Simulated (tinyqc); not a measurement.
# Worked calculation: trench capacitor in an array: capacitance, non-linearity, leakage and relaxation

Computed by the program tinyqc: `OMP_NUM_THREADS=1 python tinyqc.py 2102143 2102144 out.jsonl`, one thread of a shared Intel Xeon 2.30GHz, about 0.01 s for the whole run. Printed values are rounded.

A film between two metal electrodes, each interface adding a series capacitance ci. The small-signal permittivity is ek (1 + aq E^2); the field is found with the linear permittivity. Leakage J = J0 sinh(E/Ef). After a voltage step the film passes a relaxation current kr C V tt^(-nr), tt being the time in seconds. The sidewall is a coaxial capacitor with radii a = dm/2 - t and b = dm/2, depth AR dm; the end face is left out.

Inputs (values chosen for the exercise); permittivity of the order of that of titanium dioxide: relative permittivity of the film ek = 73.4; film thickness t = 12 nm; capacitance of each electrode interface (dead layer and screening) ci = 1000 uF/cm^2; quadratic field coefficient of the permittivity aq = 0.03 cm^2/MV^2; bias V = 0.9 V; leakage prefactor J0 = 6.9e-10 A/cm^2; field for an e-fold rise of the leakage Ef = 0.37 MV/cm; diameter of the hole dm = 45 nm; aspect ratio, depth over diameter AR = 50; pitch of the square array pt = 64 nm; resistivity of the inner electrode rho = 160 uohm cm.

Constants: eps0 = 8.8541878128e-14 F/cm where lengths are in cm. Results are converted to the units shown.

## Planar capacitance, field and non-linearity

Planar film: Cf = eps0 ek/t, 1/C = 1/Cf + 2/ci, EOT = 3.9 eps0/C, effective permittivity C t/eps0, E = (V/t) C/Cf; quadratic coefficient [C(V)/C - 1]/V^2 with Cf (1 + aq E^2) in C(V).

Cf = 5.41581 uF/cm^2
C = 5.35778 uF/cm^2
EOT = 0.644508 nm
effective permittivity = 72.6135
E = 0.741963 MV/cm
quadratic coefficient = 20167.2 ppm/V^2
J = 2.51634e-9 A/cm^2

The interfaces take 1.07 % of the voltage.

## Cell capacitance, fields and time constant

Per length 1/c = ln(b/a)/(2 pi eps0 ek) + (1/a + 1/b)/(2 pi ci); cell capacitance c AR dm; per footprint over pt^2; fields c V/(2 pi eps0 ek r) at r = a and b; resistance of the inner electrode rho AR dm/(pi a^2); time constant R C/3 of the distributed line.

a = 10.5 nm
b = 22.5 nm
cell capacitance = 11.9132 fF
capacitance per footprint = 290.851 uF/cm^2
field at a = 1.11141 MV/cm
field at b = 0.518660 MV/cm
R = 10.3938 kohm
R C/3 = 41.2746 ps

The array gives 54.3 times the planar capacitance per footprint; curvature makes the field at the inner electrode 1.50 times the planar value.
